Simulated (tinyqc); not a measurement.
Inside a calculation. Method: coherent transport through a tight-binding region between two chains. One step of it, computed by the program tinyqc.

Problem. Transmission at E = -0.46 eV. Surface Green function g = (E - i sqrt(4 t^2 - E^2)) / (2 t^2); self-energy tc^2 g on each contact site; G = (E - H - Sigma)^(-1); Gamma = -2 Im Sigma; T = Gamma_L Gamma_R |G_LR|^2; local density of states -Im G_ii / pi.

H of the central region (eV), lower triangle:
```
           1          2          3         4
1  -0.060000
2  -1.560000  -0.450000
3   0.000000  -2.270000   0.890000
4   0.000000   0.000000  -2.270000  0.940000
```

Leads: semi-infinite chains with site energy 0:
```
parameter                           value
lead hopping t (eV)              2.890000
coupling to the left lead (eV)   1.360000
coupling to the right lead (eV)  0.890000
left contact site                       1
right contact site                      4
```

E = -0.460000 eV

Give: g; G; local density of states; transmission.

Solution.

g = -0.028-0.345i 1/eV

G (1/eV), lower triangle:
```
               1              2             3             4
1   0.490-0.672i
2   0.476-0.351i  -0.037-0.273i
3  -0.334+0.460i   0.113+0.240i  0.230-0.315i
4  -0.675+0.624i   0.104+0.416i  0.464-0.427i  0.172-0.670i
```

local density of states (1/eV): 0.214  0.087  0.100  0.213

transmission = 0.589
